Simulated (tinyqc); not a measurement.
Size effects in the resistivity of thin metal films and interconnect lines: one step, computed by the program tinyqc.

Electrons lose their drift at surfaces (a share 1 - p of the hits) and at grain boundaries (reflection R), besides bulk scattering. The line sits in a trench with a non-conducting liner on both walls and the bottom; the spacing equals the drawn width.

Task: Metal cross-section. Metal width w_m = w - 2t, height h_m = (aspect ratio) w - t, grain size D = (ratio) w_m.

Inputs (values chosen for the exercise, modelled on molybdenum): drawn line width w = 45 nm; grain size over metal width = 2.3; aspect ratio (height over width) = 2.4; liner thickness t = 0.8 nm.

Geometry: line.

Give: metal width w_m; metal height h_m; grain size D; share of the trench filled by metal.

Result:

metal width w_m = 43.4 nm

metal height h_m = 107.2 nm

grain size D = 99.82 nm

share of the trench filled by metal = 95.730 %
